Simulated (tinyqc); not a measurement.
What moves the results: density of states of one tight-binding band on the triangular lattice. A value that a table varies takes the place of the one given here.

E(k) = -2 t (cos 2 pi k1 + cos 2 pi k2 + cos 2 pi (k1 + k2)); k in fractions of the reciprocal vectors, mesh k_i = j/N with j = 0 .. N-1. Densities are per cell and per spin, so the band holds one state.

Each cell of the mesh is cut along (i+1, j)-(i, j+1) into two triangles. For corner energies e1 <= e2 <= e3 and eij = ei - ej, the share of the triangle below E is n = (E - e1)^2/(e21 e31) for e1 < E < e2 and n = 1 - (e3 - E)^2/(e31 e32) for e2 < E < e3; its density of states is g = dn/dE.

Gaussian broadening: g(E) = mean over the mesh of exp(-(E - E_k)^2/(2 sigma^2))/(sigma sqrt(2 pi)), n(E) = mean of erfc((E_k - E)/(sigma sqrt 2))/2.

Values chosen for the exercise:
- t = 1.76 eV (nearest hopping)
- N2 = 24 (mesh points along each axis in this comparison)
- sigma = 0.88 eV (Gaussian width)
- E = 2.39 eV (energy at which the density is wanted)

## Three ways to the same curve

N = N2 here; the reference is the linear method with N = 240.

g(E) (1/eV):

| E (eV) | reference | linear triangles | Gaussian, sigma | Gaussian, sigma/4 | reference n(E) |
|---|---|---|---|---|---|
| -9.119 | 0.028 | 0.029 | 0.027 | 0.029 | 0.039 |
| -7.679 | 0.030 | 0.030 | 0.030 | 0.051 | 0.081 |
| -6.239 | 0.033 | 0.033 | 0.033 | 0.052 | 0.127 |
| -4.799 | 0.037 | 0.037 | 0.037 | 0.055 | 0.177 |
| -3.359 | 0.041 | 0.041 | 0.042 | 0.066 | 0.233 |
| -1.919 | 0.047 | 0.047 | 0.048 | 0.045 | 0.296 |
| -0.479 | 0.056 | 0.056 | 0.058 | 0.040 | 0.371 |
| 0.961 | 0.071 | 0.071 | 0.075 | 0.060 | 0.462 |
| 2.401 | 0.104 | 0.102 | 0.117 | 0.121 | 0.584 |
| 3.841 | 0.168 | 0.166 | 0.143 | 0.154 | 0.817 |

What can be read from the table?

Root-mean-square errors against the reference: 0.0010 for linear triangles, 0.0089 for sigma and 0.0163 for sigma/4. The narrow Gaussian is worse than the wide one, because it resolves the separate mesh levels. The reference is highest at 3.841 eV of the energies listed, and half filling lies between 0.961 and 2.401 eV.

## Convergence with the mesh

At the energy E; the plain count is the share of mesh points below E; the reference is the linear method with N = 240.

Results:

| N | points | g linear | n linear | g Gaussian | n Gaussian | n plain count |
|---|---|---|---|---|---|---|
| 4 | 16 | 0.0980 | 0.6344 | 0.1118 | 0.4935 | 0.4375 |
| 6 | 36 | 0.1094 | 0.6169 | 0.0848 | 0.5687 | 0.5278 |
| 8 | 64 | 0.1150 | 0.6035 | 0.0922 | 0.5968 | 0.5781 |
| 12 | 144 | 0.1127 | 0.5907 | 0.1135 | 0.6026 | 0.5903 |
| 16 | 256 | 0.1099 | 0.5860 | 0.1170 | 0.6004 | 0.5898 |
| 24 | 576 | 0.1016 | 0.5844 | 0.1161 | 0.6004 | 0.5642 |
| 48 | 2304 | 0.1031 | 0.5835 | 0.1162 | 0.6004 | 0.5812 |

reference n and g: 0.5831  0.1037

How do the results move?

The linear n(E) stays within 0.002 of the reference from N = 24 on. The Gaussian g stays within 1 % of its last value from N = 16 on; it tends to the broadened curve, not the true one. At the last mesh it lies +0.012 1/eV from the reference g and the linear g -0.001. The plain count errs by -0.0019 at the last mesh.

## Critical points

The gradient vanishes at these points by symmetry; the signs of the eigenvalues of the second-derivative matrix give the type.

Critical points:

| point | k | E (eV) | positive | negative | type |
|---|---|---|---|---|---|
| Gamma | (0, 0) | -10.5600 | 2 | 0 | minimum |
| M | (0.5, 0) | 3.5200 | 1 | 1 | saddle |
| K | (0.3333, 0.3333) | 5.2800 | 0 | 2 | maximum |

What does this show?

Gamma is a minimum at -10.560 eV: g has a step there. M is a saddle at 3.520 eV: g diverges logarithmically there. K is a maximum at 5.280 eV: g has a step there.

## What moves the count of states

Linear method and Gaussian sum with N = 48. Each row changes one parameter from the base and keeps the others.

Results:

| case | n linear | g linear (1/eV) | n Gaussian | g Gaussian (1/eV) |
|---|---|---|---|---|
| base | 0.5835 | 0.1031 | 0.6004 | 0.1162 |
| t = 1.936 eV | 0.5617 | 0.0881 | 0.5735 | 0.0971 |
| E = 2.566 eV | 0.6023 | 0.1117 | 0.6214 | 0.1230 |
| sigma = 1.76 eV | 0.5835 | 0.1031 | 0.6247 | 0.1046 |

What does this show?

The largest shifts from the base row, up to three for each result and ties (the steps differ in size, so this ranks the rows, not the parameters). n linear: t -0.0217, E +0.0188; unchanged at the printed digits by sigma. g linear (1/eV): t -0.0150, E +0.0085; unchanged at the printed digits by sigma. n Gaussian: t -0.0269, sigma +0.0243, E +0.0210. g Gaussian (1/eV): t -0.0190, sigma -0.0115, E +0.0068.

tinyqc: `OMP_NUM_THREADS=1 python tinyqc.py 1652069 1652070 out.jsonl`; about 0.09 s, one thread, shared Intel(R) Xeon(R) Processor @ 2.30GHz.
